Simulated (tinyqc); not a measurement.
Ellipsometry and reflectance of a transparent film on an absorbing substrate: psi and Delta against the film thickness.

Air (index 1), film, substrate with N2 = n2 - i k2; time factor exp(+i w t). q_j = sqrt(N_j^2 - sin^2 th), root with positive real part. Fresnel coefficients r_s = (q_a - q_b)/(q_a + q_b), r_p = (N_b^2 q_a - N_a^2 q_b)/(N_b^2 q_a + N_a^2 q_b). tan(Psi) exp(i Delta) = R_p/R_s, Delta taken from 0 to 360 degrees.

beta = 2 pi d q1/lam, X = exp(-2 i beta), R = (r01 + r12 X)/(1 + r01 r12 X) for p and s. The last column is the derivative of Delta.

Inputs (values chosen for the exercise); indices close to those of photoresist on silicon:
- lam = 546.1 nm (wavelength)
- th = 70 degrees (angle of incidence)
- n1 = 1.628 (index of the transparent film)
- n2 = 4.086 (index of the substrate)
- k2 = 0.031 (extinction coefficient of the substrate)

Psi and Delta against the film thickness:
```
d (nm)  Psi (degrees)  Delta (degrees)  |R_p|^2  |R_s|^2  dDelta/dd (degrees/nm)
0               12.01            179.0  0.03205   0.7083                  -3.461
23              17.43            116.0  0.06718   0.6813                  -1.845
47              26.80            85.21   0.1477   0.5790                 -0.8714
70              37.92            70.98   0.2192   0.3612                 -0.4183
93              63.59            54.78   0.2574  0.06347                  -2.156
117             55.62            297.8   0.2523   0.1181                 -0.9512
140             34.93            286.6   0.2054   0.4211                 -0.4890
163             24.74            269.8   0.1293   0.6088                  -1.015
187             15.60            233.4  0.05394   0.6920                  -2.218
210             12.32            163.3  0.03372   0.7072                  -3.312
```

What does the table show?

Psi goes from 12.0 through a maximum of 63.6 (at d = 93 nm among the rows listed) to 12.3 degrees. The period is 205.4 nm, after which Psi and Delta return to the values of the bare substrate, so one angle and wavelength fix d only up to a multiple of it. The size of the slope of Delta runs from 0.418 to 3.46 degrees/nm among the rows; Delta is counted modulo 360 degrees, and sharper features can lie between the rows.

tinyqc, about 0.4 s, one thread, Intel Xeon 2.30GHz (shared host): `OMP_NUM_THREADS=1 python tinyqc.py 2870136 2870137 out.jsonl`
